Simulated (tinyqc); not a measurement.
Core-shell quantum dot (spherical envelope functions), step by step. Values are carried at full precision from step to step, so a last printed digit may differ when a step is redone from the rounded ones.

Parabolic bands; strain and other valleys are left out. s states, u = r psi, hard wall at R + H, c = hbar^2/2m0, energies from the band edges of the core. Core: u = sin(k1 r)/k1, k1 = sqrt(m1 E/c). At R, psi and psi'/m are continuous, so u is continuous and its slope in the shell is s = u/R + (m2/m1)(u' - u/R). Shell: u(R + x) = u(R) cos(k2 x) + s sin(k2 x)/k2, k2 = sqrt(m2 (E - V)/c); for negative arguments the functions turn into sinh and cosh. A level has u(R + H) = 0.

Constants: hbar^2/2m0 = 3.80998211 eV angstrom^2; e^2/(4 pi eps0) = 14.39964547 eV angstrom; hc = 1239.841984 eV nm.

Values chosen for the exercise (near those of an InP/GaP core-shell dot; not measured data):
- R = 36 angstrom (core radius)
- H = 10 angstrom (shell thickness)
- Vc = 0.377 eV (conduction edge of the shell above that of the core)
- me1 = 0.076 m0 (electron, core)
- me2 = 0.124 m0 (electron, shell)
- E = 0.235 eV (trial energy of the electron)
- Vv = 0.303 eV (hole barrier of the shell)
- mh1 = 0.47 m0 (hole, core)
- mh2 = 0.501 m0 (hole, shell)
- Eg = 1.354 eV (gap of the core)
- eps = 9.4 (dielectric constant)

## Shooting at a trial energy

Carry the electron solution outwards.

k1^2 = 0.0046877 1/angstrom^2
k2^2 = -0.0046215 1/angstrom^2
u(R) = 9.147 angstrom
s = -1.4324
u(R + H) = -4.110 angstrom

u(R + H) is negative: one node has entered, so the lowest level lies below the trial energy.

## Ground states

Find the lowest root for electron and hole, and the share of u^2 inside the core.

Levels:

| carrier | E (eV) | share in the core |
|---|---|---|
| electron | 0.2098 | 0.930 |
| hole | 0.0470 | 0.983 |

The core holds 48 % of the volume. Both carriers sit mainly in the core, as the type I line-up favours.

## Overlap and Coulomb integrals

Overlap = (integral of u_e u_h)^2 with normalised u. Coulomb integrals J_ab = (q/eps) double integral of u_a(r)^2 u_b(s)^2/max(r, s), q = e^2/(4 pi eps0), one eps everywhere. Exciton E = Eg + E_e + E_h - J_eh; first-order biexciton shift J_ee + J_hh - 2 J_eh (positive: repulsive).

Integrate numerically.

overlap = 0.957

J_eh, J_ee, J_hh (meV): 61.3  57.6  66.1

## Exciton and biexciton

Give E, the wavelength hc/E and the biexciton shift.

E = 1.549 eV
wavelength = 800 nm
biexciton shift = 1 meV

At first order the shift is the Coulomb integral of the net charge density with itself and cannot be negative; correlation, left out here, lowers it, and may reverse a shift as small as this.

## Checks

- Level without offset and mass step against c (pi/(R + H))^2/m, eV: both 0.2338.
- J_ee in that case against 1.786 q/(eps (R + H)), meV: both 59.5.

tinyqc: `OMP_NUM_THREADS=1 python tinyqc.py 1251892 1251893 out.jsonl`; about 0.04 s, one thread, shared Intel(R) Xeon(R) Processor @ 2.30GHz.
